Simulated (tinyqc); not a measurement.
Physical sputtering: collision-cascade yield, angular dependence, faceting and resputtering in deposition: one step, computed by the program tinyqc.

Ions start collision cascades; atoms that reach the surface with more than U leave. The target is amorphous or fine-grained.

Task: Oblique incidence. Angular law: Y/Y0 = t^f exp(-f cos(a_opt)(t - 1)), t = 1/cos(angle), largest at a_opt. A plane tilted by the angle recedes along the beam at a speed proportional to Y(angle), and along its own normal as Y cos(angle).

Inputs (values chosen for the exercise, modelled on krypton ions on silicon): angular exponent f = 2.1; angle of the largest yield = 68 degrees; angle of incidence = 40 degrees.

yield Y0 = 1.724132 atoms per ion

Give: Y/Y0 at the angle; yield at the angle; normal speed relative to a flat surface; largest Y/Y0.

Result:

Y/Y0 at the angle = 1.376

yield at the angle = 2.373 atoms per ion

normal speed relative to a flat surface = 1.054

largest Y/Y0 = 2.114
